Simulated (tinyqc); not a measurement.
## Access strength from the read disturbance

Inverse problem. Transistor (EKV form, voltages against the body): I = 2 n b Vt^2 [F(vp - Vs) - F(vp - Vd)] from drain to source, F(v) = ln^2(1 + exp(v/(2 Vt))), vp = (Vg - VT + sg |Vd - Vs|)/n. n-channel bodies are at 0; for the p-channel device all voltages are counted down from Vdd. b in uA/V^2 gives I in uA. In an SRAM read the low node Q obeys In(gate QB, drain Q) = Ip(gate QB, drain Q) + Ia, where the access transistor (threshold VTn) has its gate and drain at Vdd and its source at Q. Find Ia, ba and the cell ratio bn/ba.

Parameters, values chosen for the exercise:
- T = 325 K (temperature)
- Vdd = 0.4 V (supply voltage)
- n = 1.18 (slope factor)
- sg = 0.063 (drain-induced barrier lowering)
- VTn = 0.27 V (n-channel threshold)
- VTp = 0.42 V (p-channel threshold (magnitude))
- bn = 210 uA/V^2 (gain factor of the pull-down transistor)
- bp = 72 uA/V^2 (gain factor of the pull-up transistor)

Constants: q = 1.602176634e-19 C, kB = 1.380649e-23 J/K, Vt = kB T/q. Results are converted to the units shown.

Q and QB in the read (V): 0.027267173  0.39915961

Answer. The node equation gives Ia, which is proportional to ba.

Ia = 0.6117 uA
ba = 84.00 uA/V^2
cell ratio = 2.500

tinyqc, about 0.2 s, one thread, Intel Xeon 2.30GHz (shared host): `OMP_NUM_THREADS=1 python tinyqc.py 2340174 2340175 out.jsonl`
